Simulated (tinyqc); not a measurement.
# AlGaN/GaN HEMT with access regions, lumped model: what changes with what

A polarisation-induced electron sheet under a Schottky gate, in series with two ungated access regions and contacts. Drift law v = mu E/(1 + mu E/vs) under the gate. Currents in mA/mm, resistances in ohm mm. No self-heating, no channel-length modulation; fits for polarisation, barrier and offset are chosen for the exercise.

Inputs (values chosen for the exercise); values close to those of AlGaN/GaN structures: aluminium share of the barrier x = 0.18; barrier thickness d = 30 nm; relative permittivity of barrier and channel eps_r = 9.4; channel mobility mu = 1800 cm^2/(V s); saturation velocity vs = 1.1e7 cm/s; gate length Lg = 1 um; source access length Ls = 2 um; drain access length Ld = 2 um; resistance of each contact Rc = 0.42 ohm mm; share of the drain-access electrons removed by traps ft = 0; gate voltage Vg = 0 V; critical field Ec = 2.8 MV/cm; depth over which the depleted charge spreads te = 0.26 um; insulator under the field plate tf = 300 nm; relative permittivity of that insulator ei = 7.5.

Constants: q = 1.602176634e-19 C, eps0 = 8.8541878128e-14 F/cm where lengths are in cm. Results are converted to the units shown.

Each table varies one quantity; the others keep the values above.

## Output curve without and with trapping

sigma = (5e13 x + 1.6e13 x^2) cm^-2, phiB = 0.84 + 1.3 x, dEc = 0.7 (1.71 x + x^2) in volts, Cb = eps0 eps_r/d, VT = phiB - dEc - q sigma/Cb, access density n0 = -Cb VT/q. Access resistance R(L, n) = L/(q mu n sqrt(1 - (I/(q n vs))^2)); Rs = Rc + R(Ls, n0), Rd = Rc + R(Ld, (1 - ft) n0). Vg' = Vg - I Rs, Vd' = Vd - I (Rs + Rd); with u = Vg' - VT, Vc = vs Lg/mu and w the smaller of Vd' and Vc [sqrt(1 + 2 u/Vc) - 1] (0 if negative), the channel gives (mu Cb/Lg)(u w - w^2/2)/(1 + w/Vc). I equals that channel current. The two columns take ft = 0 and ft = 0.3; collapse = 1 - (second)/(first).

Output curve without and with trapping:

| Vd (V) | I, ft = 0 (mA/mm) | I, ft = 0.3 (mA/mm) | collapse (%) |
|---|---|---|---|
| 0.25 | 82.49 | 73.62 | 10.75 |
| 0.5 | 162.0 | 144.9 | 10.55 |
| 1 | 309.0 | 277.8 | 10.10 |
| 2 | 534.4 | 489.7 | 8.37 |
| 3 | 642.9 | 616.7 | 4.08 |
| 4 | 652.7 | 652.7 | 0.00 |
| 6 | 652.7 | 652.7 | 0.00 |
| 8 | 652.7 | 652.7 | 0.00 |
| 12 | 652.7 | 652.7 | 0.00 |

Without trapping the current rises from 82.5 to 653 mA/mm and first comes within 2 % of its last value at Vd = 3 V among the rows; with trapping that knee lies at 4 V. The collapse is 11 % in the first row, at most 11 % and 0 % in the last: once the gated channel saturates, the drain access only takes spare voltage. For Vd = 8 to 12 V the power passes 5 W/mm, where self-heating, left out here, lowers the current.

## Effect of the gate voltage

Same model as above.

Isat is I at Vd = 10 V, gm = dIsat/dVg, Ron the limit of Vd/I at small Vd.

The same in every row: VT (V) = -4.661; n0 (cm^-2) = 8.071e12.

Results:

| Vg (V) | Ron (ohm mm) | Isat (mA/mm) | gm (mS/mm) |
|---|---|---|---|
| -4.3 | 8.105 | 18.88 | 84.48 |
| -3.5 | 4.283 | 109.5 | 131.8 |
| -2.6 | 3.530 | 237.6 | 150.5 |
| -1.8 | 3.258 | 361.5 | 158.5 |
| -1 | 3.105 | 490.0 | 162.2 |
| -0.2 | 3.007 | 620.2 | 162.7 |
| 1.5 | 2.884 | 890.4 | 152.2 |

Estimate the missing row, Vg = 0.7 V.

Computed row:

| Vg (V) | Ron (ohm mm) | Isat (mA/mm) | gm (mS/mm) |
|---|---|---|---|
| 0.7 | 2.932 | 765.5 | 159.3 |

With this row back in the table: As Vg goes from -4.3 to 1.5 V, Ron falls from 8.10 to 2.88 ohm mm, Isat rises from 18.9 to 890 mA/mm and gm goes from 84.5 through a maximum of 163 (at Vg = -0.2 V among the rows listed) to 152 mS/mm. The ceiling Cb vs is 305 mS/mm. For Vg = -0.2 to 1.5 V the power passes 5 W/mm, where self-heating, left out here, lowers the current. At Vg = 1.5 V Vg comes within 0.2 V of phiB or passes it, so at low drain current, as for Ron, the Schottky gate would conduct.

## Field plate: effect of the aluminium share of the barrier

Off state: a depleted stretch that holds the voltage V has the peak field sqrt(k V), k = 2 q n0/(eps0 eps_r te), so one edge holds V1 = Ec^2/k. The sheet under the plate pinches off at Vf = q n0 (1/Cb + tf/(eps0 ei)); beyond it the gate edge is screened. BV = V1 if Vf >= V1, else Vf + V1, and at most Ec Ld.

The same in every row: Ec Ld (V) = 560.00.

Field plate: effect of the aluminium share of the barrier:

| x | Vf (V) | V1 (V) | BV (V) |
|---|---|---|---|
| 0.14 | 45.782 | 90.383 | 136.17 |
| 0.18 | 63.080 | 65.599 | 128.68 |
| 0.22 | 80.807 | 51.208 | 51.208 |
| 0.26 | 98.965 | 41.812 | 41.812 |
| 0.3 | 117.55 | 35.200 | 35.200 |
| 0.34 | 136.57 | 30.298 | 30.298 |
| 0.38 | 156.02 | 26.521 | 26.521 |

Read the table: what changes, and by how much?

BV falls from 136 to 26.5 V. The plate helps (Vf < V1) in 2 of the 7 rows, and the access length caps BV in 0. More sheet charge lowers Ron but steepens the field, so V1 falls. For x = 0.34 to 0.38 the barrier is thick and rich enough in aluminium to relax or crack.

tinyqc, about 0.01 s, one thread, Intel Xeon 2.30GHz (shared host): `OMP_NUM_THREADS=1 python tinyqc.py 2570106 2570107 out.jsonl`
